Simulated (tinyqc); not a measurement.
Extrapolating accelerated tests: lateral field, substrate current, probability of reaching the oxide barrier and hot-carrier lifetime of a silicon transistor (pseudo-two-dimensional and lucky-electron models). Computed by tinyqc, a small Python program. Command: `OMP_NUM_THREADS=1 python tinyqc.py 3025628 3025629 out.jsonl hotcar walk`. One thread of a shared host (Intel(R) Xeon(R) Processor @ 2.30GHz), about 0.04 s of CPU time with the checks.

Local-field models: a lucky carrier gains its energy at the peak field over a path free of collisions. Voltages are magnitudes.

Inputs (values chosen for the exercise, modelled on a silicon n-channel):
```
quantity                                value                      unit
channel length L                          310                        nm
oxide thickness t                         7.4                        nm
junction depth x_j                         63                        nm
mobility mu                               340                cm^2/(V s)
saturation velocity v_s                  0.84                  1e7 cm/s
threshold voltage V_T                    0.68                         V
gate voltage V_G                          2.4                         V
drain voltage V_D                         3.7                         V
ionisation prefactor A_i              2.2e+06                      1/cm
ionisation field B_i                     1.76                     MV/cm
hot-carrier mean free path lambda         7.8                        nm
oxide barrier phi_b                       3.1                        eV
interface-trap threshold phi_it           3.6                        eV
lifetime constant H                        30  s microampere/micrometre
length of the depleted extension L_n       26                        nm
```

Drain: lightly doped extension.

Constants: eps_0 = 8.8541878128e-12 F/m.

Method:
- C_ox = 3.9 eps_0/t; F_sat = 2 v_s/mu; V_Dsat = V_ov F_sat L/(V_ov + F_sat L), V_ov = V_G - V_T; I_D/W = C_ox v_s (V_ov - V_Dsat).
- Scale length l = 0.22 t^(1/3) x_j^(1/2) (all in cm); F_m = sqrt(((V_D - V_Dsat)/l_e)^2 + F_sat^2), with l_e = l + L_n; length of the velocity-saturated region l_e ln((V_D - V_Dsat)/(l_e F_sat) + F_m/F_sat).
- Substrate current I_sub/I_D = (A_i/B_i)(V_D - V_Dsat) exp(-B_i/F_m); probability of reaching the oxide barrier exp(-phi_b/(e lambda F_m)); lifetime tau = (H/(I_D/W)) exp(phi_it/(e lambda F_m)).
- V_10 solves tau = 3.156e8 s at the given V_G. The extrapolation fits ln(tau) against 1/V_D at 1, 1.08, 1.16 and 1.25 times the given V_D (rounded to 3 digits) by least squares and reads off the same tau.

V_Dsat = 0.810217 V

Stress points:
```
V_D (V)  1/V_D (1/V)  tau (s)
3.70         0.27027    14090
4.00         0.25000     4620
4.29         0.23310     1881
4.62         0.21645      797
```

ten-year drain voltage V_10 = 2.3553 V

V_10 from the 1/V_D extrapolation = 2.1826 V

What follows from these numbers?

The extrapolation is 173 mV below the true value: ln(tau) is nearly linear in 1/(V_D - V_Dsat), not in 1/V_D, so the straight line errs on the safe side when one extrapolates down. At V_10 the available energy e V_D is below phi_it, so the model understates the lifetime there.

Extremes, crossings and ranges named in words are read from the listed rows.
